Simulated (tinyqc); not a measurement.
Empirical pseudopotential in a few plane waves, step by step. One step of it, computed by the program tinyqc.

Task: Bloch Hamiltonian at G. Basis: the 15 shortest G (labels in 2 pi/a), the same at every k. H(G,G') = c |k + G|^2 delta + VS(|G-G'|^2) cos((G-G').tau) + i VA sin((G-G').tau), tau = a/8 (1,1,1); 1 Ry = 13.605693 eV.

Parameters chosen for this model: fcc lattice, atoms at +/- a/8 (1,1,1); form factors in rydberg at |G|^2 in units of (2 pi/a)^2:
```
parameter                 value      unit
a                      6.230000  angstrom
VS(3)                 -0.207000        Ry
VS(8)                  0.007000        Ry
VS(11)                 0.056000        Ry
VA(3)                  0.045000        Ry
VA(4)                  0.096000        Ry
VA(11)                 0.031000        Ry
hbar^2/2m (2 pi/a)^2   3.875311        eV
```

k point G (2 pi / a): 0  0  0

Give: H(k) at G.

Result:

H(k) at G (eV), lower triangle (Hermitian):
```
               +0+0+0         -1-1-1         -1-1+1         -1+1-1
+0+0+0          0.000
-1-1-1   1.991-0.433i         11.626
-1-1+1  -1.991-0.433i   0.000+1.306i         11.626
-1+1-1  -1.991-0.433i   0.000+1.306i          0.095         11.626
-1+1+1  -1.991+0.433i         -0.095   0.000+1.306i   0.000+1.306i
+1-1-1  -1.991-0.433i   0.000+1.306i          0.095          0.095
+1-1+1  -1.991+0.433i         -0.095   0.000+1.306i          0.000
+1+1-1  -1.991+0.433i         -0.095          0.000   0.000+1.306i
+1+1+1   1.991+0.433i          0.000         -0.095         -0.095
-2+0+0   0.000-1.306i  -1.991+0.433i  -1.991-0.433i  -1.991-0.433i
+0-2+0   0.000-1.306i  -1.991+0.433i  -1.991-0.433i   0.539-0.298i
+0+0-2   0.000-1.306i  -1.991+0.433i   0.539-0.298i  -1.991-0.433i
+0+0+2   0.000+1.306i  -0.539-0.298i   1.991+0.433i  -0.539+0.298i
+0+2+0   0.000+1.306i  -0.539-0.298i  -0.539+0.298i   1.991+0.433i
+2+0+0   0.000+1.306i  -0.539-0.298i  -0.539+0.298i  -0.539+0.298i

               -1+1+1         +1-1-1         +1-1+1         +1+1-1
-1+1+1         11.626
+1-1-1          0.000         11.626
+1-1+1          0.095   0.000+1.306i         11.626
+1+1-1          0.095   0.000+1.306i          0.095         11.626
+1+1+1   0.000+1.306i         -0.095   0.000+1.306i   0.000+1.306i
-2+0+0   1.991-0.433i   0.539-0.298i  -0.539-0.298i  -0.539-0.298i
+0-2+0  -0.539-0.298i  -1.991-0.433i   1.991-0.433i  -0.539-0.298i
+0+0-2  -0.539-0.298i  -1.991-0.433i  -0.539-0.298i   1.991-0.433i
+0+0+2  -1.991+0.433i  -0.539+0.298i  -1.991+0.433i   0.539+0.298i
+0+2+0  -1.991+0.433i  -0.539+0.298i   0.539+0.298i  -1.991+0.433i
+2+0+0   0.539+0.298i   1.991+0.433i  -1.991+0.433i  -1.991+0.433i

               +1+1+1  -2+0+0  +0-2+0  +0+0-2
+1+1+1         11.626
-2+0+0  -0.539+0.298i  15.501
+0-2+0  -0.539+0.298i   0.095  15.501
+0+0-2  -0.539+0.298i   0.095   0.095  15.501
+0+0+2  -1.991-0.433i  -0.095  -0.095   0.000
+0+2+0  -1.991-0.433i  -0.095   0.000  -0.095
+2+0+0  -1.991-0.433i   0.000  -0.095  -0.095

        +0+0+2  +0+2+0  +2+0+0
+0+0+2  15.501
+0+2+0   0.095  15.501
+2+0+0   0.095   0.095  15.501
```
